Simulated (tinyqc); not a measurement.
Worked calculation: spherical quantum dot. Values are carried at full precision from step to step, so a last printed digit may differ when a step is redone from the rounded ones.

With hard walls E = c (x/R)^2/mw, x a zero of j_l: 1s 3.141593; 2s 6.283185; 1p 4.493409; 2p 7.725252; 1d 5.763459; 2d 9.095011; 1f 6.987932; 2f 10.417119.

Constants: hbar^2/2m0 = 3.80998211 eV angstrom^2; e^2/(4 pi eps0) = 14.39964547 eV angstrom; Ry = 13.60569312 eV; a0 (Bohr radius) = 0.5291772105 angstrom; hc = 1239.841984 eV nm.

Values chosen for the exercise (near those of a non-polar GaN dot in AlGaN; shifted at random, so the results belong to these values and not to a real crystal): R = 49 angstrom (radius); mw = 0.207 m0 (mass inside); V0 = 0.36 eV (barrier height); mb = 0.229 m0 (mass outside); E = 0.0602 eV (trial energy); Eg = 3.44 eV (bulk gap); mh = 0.31 m0 (hole mass); eps = 9.4 (dielectric constant inside); eps_o = 7.4 (dielectric constant beyond a thin barrier shell (oxide or ligands)).

## Hard-wall levels

The six lowest of these, with their orbital degeneracy; c = hbar^2/2m0.

Hard walls:

| state | degeneracy | x | E (eV) |
|---|---|---|---|
| 1s | 1 | 3.1416 | 0.0757 |
| 1p | 3 | 4.4934 | 0.1548 |
| 1d | 5 | 5.7635 | 0.2546 |
| 2s | 1 | 6.2832 | 0.3026 |
| 1f | 7 | 6.9879 | 0.3743 |
| 2p | 3 | 7.7253 | 0.4575 |

Shells close, with spin and per valley, at 2, 8, 18, 20 electrons; levels above about 0.3 eV are beyond a parabolic mass, and anisotropic valleys split the shells. The real barrier, V0 = 0.36 eV, lies below 2 values at the end of the list.

## The matching condition at a trial energy

A sphere of radius R, isotropic masses, c = hbar^2/2m0, k = sqrt(mw E/c), kappa = sqrt(mb (V0 - E)/c). State n l is the spherical Bessel function j_l(k r) inside and k_l(kappa r) outside; psi and psi'/m are continuous: (k/mw) j_l'(kR)/j_l(kR) = (kappa/mb) k_l'(kappa R)/k_l(kappa R). For l = 0 this reads kR cot(kR) = 1 - (mw/mb)(1 + kappa R).

Both sides for the lowest state, in the form for l = 0.

k R = 2.8023
kappa R = 6.5776
left side = -7.9405
right side = -5.8496

The left side falls with E and the right side rises; here the left is the smaller, so the level lies below the trial energy.

## Bound levels

All roots below V0 for angular numbers 0 to 3, two each at most; the last column is the ratio to the hard-wall level.

Finite barrier:

| state | degeneracy | E (eV) | k R | E/E(hard) |
|---|---|---|---|---|
| 1s | 1 | 0.0563 | 2.7102 | 0.744 |
| 1p | 3 | 0.1145 | 3.8642 | 0.740 |
| 1d | 5 | 0.1867 | 4.9352 | 0.733 |
| 2s | 1 | 0.2195 | 5.3512 | 0.725 |
| 1f | 7 | 0.2712 | 5.9479 | 0.724 |
| 2p | 3 | 0.3215 | 6.4760 | 0.703 |

6 levels of these are bound; the lowest reaches 74 % of its hard-wall value.

## Lowest optical transition

Brus estimate with the correlation term of Kayanuma, both carriers between hard walls: E = Eg + c (pi/R)^2 (1/mw + 1/mh) - 1.786 q/(eps R) - 0.248 Ry*, with q = e^2/(4 pi eps0), Ry* = Ry mu/eps^2, 1/mu = 1/mw + 1/mh, a* = a0 eps/mu, c = hbar^2/2m0. It assumes R below about a*.

Give the terms and the wavelength hc/E.

mu = 0.1241 m0
a* = 40.1 angstrom

confinement, Coulomb and correlation terms (eV): 0.1262  -0.0558  -0.0047

E = 3.5056 eV
wavelength = 353.7 nm

R/a* = 1.22: at the edge of strong confinement, where the formula is still used. For the electron, hard walls give 19 meV more than the finite barrier.

## Charging energy

Two electrons in the hard-wall 1s state repel by U = 1.786 q/(eps R) + q (1/eps_o - 1/eps)/R, the second term from the polarisation of the surface; q = e^2/(4 pi eps0). The addition energies are U for the second electron and U + E(1p) - E(1s) for the third, with U taken as constant and hard-wall levels.

direct term = 55.8 meV
polarisation term = 8.4 meV

addition energies (meV): 64.3  143.4

## Checks

- Lowest level by radial finite differences against the matching condition, eV: both 0.0563.

(tinyqc, `OMP_NUM_THREADS=1 python tinyqc.py 1252260 1252261 out.jsonl`, Intel(R) Xeon(R) Processor @ 2.30GHz, 1 thread, shared host, about 0.02 s.)
